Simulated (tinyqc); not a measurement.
# Changing the growth rate G

Model: surface segregation during layer-by-layer epitaxy: two-layer exchange kinetics and the shape of quantum wells and delta layers. Computed by tinyqc, a small Python program. Command: `OMP_NUM_THREADS=1 python tinyqc.py 3006641 3006642 out.jsonl mbeseg sweep`. One thread of a shared host (Intel(R) Xeon(R) Processor @ 2.30GHz), about 0.01 s of CPU time with the checks.

Atoms A and B exchange only between the growing layer and the one below it. B is supplied for N layers, then pure A follows.

Inputs (values chosen for the exercise, close to those used for phosphorus in silicon): barrier E1 for B to move up = 1.73 eV; segregation energy E_s = 0.4 eV; attempt frequency nu = 1 THz; share x0 of B in the flux during the well = 0.18; layers in the well N = 6; layer thickness = 1.36 angstrom; temperature T = 300 C.

Constants: k_B = 8.617333262e-05 eV/K.

Method:
- p1 = nu exp(-E1/(k_B T)) (B up, A down), p2 = nu exp(-(E1 + E_s)/(k_B T)) (B down); time per layer tau = 1/G; K = p1/p2.
- Temperatures in kelvin are T(C) + 273.15.
- Dilute equilibrium share passed up per layer R_eq = K/(1 + K).
- Each layer is deposited complete with B share x_dep and then exchanges for the time tau = 1/G with the layer below, whose share is b (total c = s + b fixed): ds/dt = p1 b (1 - s) - p2 s (1 - b), s(0) = x_dep. With the roots s1 < s2 of the right side, (s - s1)/(s - s2) = [(s(0) - s1)/(s(0) - s2)] exp(-(p1 - p2)(s2 - s1) tau). The lower layer is then buried with c - s, and s becomes the b of the next layer.
- In the dilute tail each layer passes up the share R = R_eq (1 - exp(-(p1 + p2) tau)); decay length = -layer thickness/ln R.
- Index 0 is the last layer of pure A below the well. Share of B outside the intended layers 1..N = 1 - (sum over 1..N)/(N x0).

One run for each value:
```
growth rate G (layers/s)  share passed up R  decay length (angstrom)  peak share (largest buried share)      p1 tau
0.003                            1.8497e-01                  0.80590                            0.17999  2.0454e-01
0.009                            6.5907e-02                  0.50009                            0.18000  6.8180e-02
0.03                             2.0246e-02                  0.34874                            0.18000  2.0454e-02
0.09                             6.7948e-03                  0.27246                            0.18000  6.8180e-03
0.3                              2.0433e-03                  0.21960                            0.18000  2.0454e-03
0.9                              6.8157e-04                  0.18653                            0.18000  6.8180e-04
3                                2.0452e-04                  0.16010                            0.18000  2.0454e-04
```

Over the rows, share passed up R falls from 0.185 to 2.05e-4 (exponent d ln y / d ln x -0.94 between the first rows and -1.00 between the last); decay length (angstrom) falls from 0.806 to 0.160 (exponent d ln y / d ln x -0.43 between the first rows and -0.13 between the last); peak share (largest buried share) rises from 0.17999 to 0.18000, flat over part of the range. The exponent of share passed up R stays between -1.00 and -0.94, near -1: kinetic regime: R is about p1 tau. Faster growth buries B before it can move up. Left out: 9.00, 30.0 (segregation is frozen out).

Caution (all rows): a decay length below one layer thickness is only formal. Caution (all rows): two-layer exchange with complete layers is a simplification that can understate segregation at low temperature; desorption, step-edge exchange and surfactants are left out.

Extremes, crossings and ranges named in words are read from the listed rows.
